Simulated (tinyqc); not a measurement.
What moves the zone average: special k points of the fcc lattice.

Lattice vectors in units of a: a1 = (0, 1/2, 1/2), a2 = (1/2, 0, 1/2), a3 = (1/2, 1/2, 0); reciprocal vectors b_i with a_i . b_j = 2 pi delta_ij. Mesh: k = sum_i f_i b_i with f_i = (2 j_i + shift)/(2 N), j_i = 0 .. N-1. The point group of the lattice has 48 operations; only those that map the mesh onto itself are used.

A_m(k) = sum over the m-th star of lattice vectors R of cos(k . R), stars in order of length: m = 1: |R|^2 = 0.5, 12 vectors, such as (1, 0, 0) in the basis a_i; m = 2: |R|^2 = 1, 6 vectors, such as (1, 1, -1) in the basis a_i; m = 3: |R|^2 = 1.5, 24 vectors, such as (2, 0, -1) in the basis a_i; m = 4: |R|^2 = 2, 12 vectors, such as (2, 0, 0) in the basis a_i; m = 5: |R|^2 = 2.5, 24 vectors, such as (2, 1, -1) in the basis a_i; m = 6: |R|^2 = 3, 8 vectors, such as (3, -1, -1) in the basis a_i. The zone mean of every A_m is zero.

Test function, the lower band of a two-band insulator: E(k) = -sqrt(D^2 + (e0 - t A_1(k))^2).

Parameters, chosen for this exercise (the lattice of Si, GaAs, Cu and Al; not measured data): D = 1.61 eV (half gap term); t = 0.42 eV (coupling); e0 = 2.61 eV (offset); N = 3 (points along each reciprocal vector); shift = 0 (half steps).

Mean of E over the mesh, and its error against the unshifted mesh with N = 24. Each row changes one parameter from the base and keeps the others.

Results:
```
case          mean (eV)  error (meV)  irreducible points
base            -3.2749        -6.06                   4
N = 4           -3.2601         8.70                   8
shift = 1       -3.2723        -3.46                   6
D = 1.127 eV    -3.0435       -12.06                   4
t = 0.546 eV    -3.4155        27.19                   4
```

The largest shifts from the base row, up to three for each result and ties (the steps differ in size, so this ranks the rows, not the parameters). mean (eV): D +0.2314, t -0.1406, N +0.0148. error (meV): t +33.25, N +14.75, D -6.01. irreducible points: N +4, shift +2; unchanged at the printed digits by D and t.

(tinyqc, `OMP_NUM_THREADS=1 python tinyqc.py 1650917 1650918 out.jsonl`, Intel(R) Xeon(R) Processor @ 2.30GHz, 1 thread, shared host, about 0.1 s.)
